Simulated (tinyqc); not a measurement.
Hydrogen passivation and dissociation of interface defects with a spread of activation energies. Changing the dissolved hydrogen [H2]. Computed by tinyqc, a small Python program. Command: `OMP_NUM_THREADS=1 python tinyqc.py 3015660 3015661 out.jsonl passivation sweep`. One thread of a shared host (Intel(R) Xeon(R) Processor @ 2.30GHz), about 0.01 s of CPU time with the checks.

Active defects P react as P + H2 -> HP + H and HP -> P + H; released atomic hydrogen is removed. All defects start active. Activation energies are normally distributed, independently for the two reactions.

Inputs (values chosen for the exercise, for a model interface):

| quantity | value | unit |
|---|---|---|
| defect density N_0 | 1.6e+12 | cm^-2 |
| mean passivation energy E_f | 1.62 | eV |
| spread s_f | 0.055 | eV |
| prefactor k_f0 | 1.2e-08 | cm^3/s |
| mean dissociation energy E_d | 2.81 | eV |
| spread s_d | 0.093 | eV |
| prefactor k_d0 | 7.5e+12 | 1/s |
| anneal temperature T | 800 | K |
| anneal time t | 1200 | s |

Ambient: hydrogen.

Constants: k_B = 8.617333262e-05 eV/K.

Method. a = k_f0 [H2] exp(-E_f/k_B T), b = k_d0 exp(-E_d/k_B T); the active share of one kind of site is b/(a + b) + (a/(a + b)) exp(-(a + b) t). Full average: z from -5 to 5 in steps of 0.125 with normalised weights exp(-z^2/2), energy = mean + spread x z, over both energies.

One run for each value:

| dissolved hydrogen [H2] (cm^-3) | active share | active share, single energy | steady active share, single energy |
|---|---|---|---|
| 1.00e+14 | 8.9149e-01 | 9.1495e-01 | 1.6609e-01 |
| 4.00e+14 | 6.6376e-01 | 7.0102e-01 | 4.7429e-02 |
| 2.00e+15 | 2.3042e-01 | 1.7159e-01 | 9.8600e-03 |
| 7.00e+15 | 3.9723e-02 | 4.6735e-03 | 2.8371e-03 |
| 3.00e+16 | 2.8416e-03 | 6.6344e-04 | 6.6344e-04 |
| 6.00e+17 | 1.1320e-04 | 3.3193e-05 | 3.3193e-05 |
| 2.00e+18 | 3.3990e-05 | 9.9581e-06 | 9.9581e-06 |
| 1.00e+19 | 6.8002e-06 | 1.9916e-06 | 1.9916e-06 |

Give the missing row, dissolved hydrogen [H2] (cm^-3) = 1.00e+17.

Computed row:
```
dissolved hydrogen [H2] (cm^-3)  active share  active share, single energy  steady active share, single energy
1.00e+17                           6.7971e-04                   1.9912e-04                          1.9912e-04
```

Interpolating between the two neighbouring rows (the first column on a logarithmic scale, the others too where they are positive) misses most in active share, by 14 %. Over the rows, active share falls from 0.891 to 6.80e-6 (exponent d ln y / d ln x -0.21 between the first rows and -1.00 between the last); active share, single energy falls from 0.915 to 1.99e-6 (exponent d ln y / d ln x -0.19 between the first rows and -1.00 between the last); steady active share, single energy falls from 0.166 to 1.99e-6 (exponent d ln y / d ln x -0.90 between the first rows and -1.00 between the last). At the high end the exponent of steady active share, single energy is -1.00, close to -1: the exponent of the steady state b/(a + b) with a >> b.
